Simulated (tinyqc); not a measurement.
# Tunnelling through a gate dielectric with the two-band (Franz) dispersion, WKB transmission and Tsu-Esaki current: several studies

Electrons leave the emitter at x = 0. Energies E (motion across the layers) are in eV from the emitter Fermi level; the collector Fermi level lies at -V and offers states at every E. No charge in the dielectric and no image force: F1 = V/t1, U = phi1 - F1 x. With C = hbar^2/(2 m0), kappa = sqrt(m u (1 - u/Egx)/C), u = U - E where U > E and 0 elsewhere; T(E) = exp(-S), S = 2 times the integral of kappa over x.

Parameters, values chosen for the exercise; dielectric values close to those of silicon dioxide: temperature T = 77 K; Fermi energy of the emitter above its band bottom Ef = 0.49 eV; emitter mass in the supply function me = 1 m0; barrier of layer 1 above the emitter Fermi level at zero bias phi1 = 3.08 eV; tunnelling mass of layer 1 m1 = 0.51 m0; thickness of layer 1 t1 = 6.7 nm; gap parameter of the two-band dispersion, set freely Egx = 8.8 eV; voltage across the dielectric V = 4.9 V.

Constants: q = 1.602176634e-19 C, kB = 1.380649e-23 J/K, hbar = 1.054571817e-34 J s, m0 = 9.1093837015e-31 kg, Vt = kB T/q, hbar^2/(2 m0) = 0.0380998212 eV nm^2. Results are converted to the units shown.

Each table varies one quantity; the others keep the values above.

## Two-band against parabolic dispersion

Each layer adds (2/F) sqrt(m/C) [G(u at its left edge) - G(u at its right edge)] to S, with u = U - E (0 where negative) and G(u) = Egx^1.5 (th - sin(4 th)/4)/4, th = arcsin sqrt(u/Egx). The parabolic value uses G(u) = (2/3) u^1.5.

The same in every row: S at E = 0, parabolic = 36.06.

Two-band against parabolic dispersion:

| Egx (eV) | S at E = 0, two-band | ratio of the two T |
|---|---|---|
| 4.6 | 27.59 | 4757 |
| 6.1 | 29.97 | 440.0 |
| 7.7 | 31.36 | 109.6 |
| 9.2 | 32.18 | 48.03 |
| 10.8 | 32.79 | 26.11 |
| 12.3 | 33.21 | 17.17 |
| 13.9 | 33.55 | 12.19 |
| 15.4 | 33.81 | 9.462 |

S rises from 27.6 to 33.8 towards the parabolic 36.1. The factor 1 - u/Egx lowers kappa, so T exceeds the parabolic value by a factor of 4760 in the first row and 9.46 in the last.

## Current against voltage

J = J0 times the integral of T(E) N(E) dE, N = ln[(1 + exp(-E/Vt))/(1 + exp((-E - V)/Vt))], J0 = q^2 me m0 kB T/(2 pi^2 hbar^3) (times 1e-4 for A/cm^2 per eV), from E = -Ef to far above the barrier (T = 1 there), by quadrature converged to the digits shown.

Current against voltage:

| V (V) | S at E = 0 | T(E = 0) | J (A/cm^2) | mean E of the current (eV) |
|---|---|---|---|---|
| 0.2 | 68.82 | 1.295e-30 | 4.561e-22 | -0.2243 |
| 1.02 | 65.91 | 2.370e-29 | 6.859e-21 | -0.2296 |
| 1.85 | 61.68 | 1.639e-27 | 2.835e-19 | -0.1946 |
| 2.67 | 55.55 | 7.530e-25 | 6.796e-17 | -0.1509 |
| 3.5 | 44.79 | 3.530e-20 | 1.480e-12 | -0.09677 |
| 4.33 | 36.20 | 1.890e-16 | 1.195e-8 | -0.1197 |
| 5.15 | 30.44 | 6.026e-14 | 5.317e-6 | -0.1405 |
| 5.97 | 26.26 | 3.943e-12 | 4.598e-4 | -0.1592 |
| 6.8 | 23.05 | 9.723e-11 | 0.01440 | -0.1756 |

J rises from 4.56e-22 to 0.0144 A/cm^2, by 1.44 decades a volt between the first two rows and 1.80 between the last two. From V = 3.5 V on (among the rows) a band edge falls below the emitter Fermi level, so electrons at E = 0 no longer cross the full thickness. In 1 of the 9 rows the field exceeds 10 MV/cm (up to 10.1), more than most dielectrics sustain; the model ignores breakdown.

## Effect of the thickness t1 at fixed voltage

Same model as above.

Results:

| t1 (nm) | S at E = 0 | T(E = 0) | J (A/cm^2) | mean E of the current (eV) |
|---|---|---|---|---|
| 4 | 19.10 | 5.067e-9 | 1.044 | -0.1986 |
| 5.83 | 27.84 | 8.123e-13 | 8.491e-5 | -0.1517 |
| 6.74 | 32.18 | 1.053e-14 | 8.356e-7 | -0.1337 |
| 7.66 | 36.58 | 1.302e-16 | 8.075e-9 | -0.1185 |
| 8.57 | 40.92 | 1.689e-18 | 8.430e-11 | -0.1061 |
| 9.49 | 45.32 | 2.087e-20 | 8.560e-13 | -0.09559 |
| 10.4 | 49.66 | 2.707e-22 | 9.308e-15 | -0.08685 |

Estimate the missing row, t1 = 4.91 nm.

Computed row:

| t1 (nm) | S at E = 0 | T(E = 0) | J (A/cm^2) | mean E of the current (eV) |
|---|---|---|---|---|
| 4.91 | 23.45 | 6.571e-11 | 0.009440 | -0.1735 |

With this row back in the table: J falls from 1.04 to 9.31e-15 A/cm^2: 2.25 decades a nanometre between the first two rows and 2.16 between the last two. The exponent S alone gives dS/dt/ln 10 = 2.07 and 2.07. In 1 of the 8 rows the field exceeds 10 MV/cm (up to 12.2), more than most dielectrics sustain; the model ignores breakdown.

Program tinyqc, `OMP_NUM_THREADS=1 python tinyqc.py 2540128 2540129 out.jsonl`; Intel Xeon 2.30GHz, shared host, one thread, about 0.04 s.
